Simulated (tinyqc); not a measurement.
Polarisation charge from two barrier thicknesses.

Question. Voff = phiB - dEc - q sigma d/(eps0 eb). Find sigma, phiB - dEc and the thickness at which Voff = 0.

Constants: q = 1.602176634e-19 C, eps0 = 8.8541878128e-14 F/cm where lengths are in cm. Results are converted to the units shown.

Voff at d = 17 and 30 nm (V): -6.8686745  -12.654190
eb = 9.246

Solution. Voff is a straight line in d: its slope is -q sigma/(eps0 eb) and its intercept phiB - dEc.

sigma = 2.27e13 cm^-2
phiB - dEc = 0.697 V
thickness for Voff = 0 = 1.57 nm

tinyqc, about 0.01 s, one thread, Intel Xeon 2.30GHz (shared host): `OMP_NUM_THREADS=1 python tinyqc.py 2180105 2180106 out.jsonl`
